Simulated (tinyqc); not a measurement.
Material parameters from the melting point of the curve.

Problem. In a hemispherical model of a phase-change cell the resistance is rho/(2 pi r0), and melting starts where I^2 rho b^2/(32 pi^2 ka r0^2) = Tm - T0. Find rho and ka.

Parameters, values chosen for the exercise:
```
symbol,value,unit,meaning
T0,300,K,ambient temperature
Tm,871,K,melting point
r0,40,nm,radius of the heater contact
```

resistance = 0.29045777 kohm
melting current = 1267.9825 uA
b = 1.7600034

Solution. The resistance gives rho, and the melting current then gives ka.

rho = 7.30 mohm cm
ka = 1.26 W/(m K)

Program tinyqc, `OMP_NUM_THREADS=1 python tinyqc.py 2490121 2490122 out.jsonl`; Intel Xeon 2.30GHz, shared host, one thread, about 0.01 s.
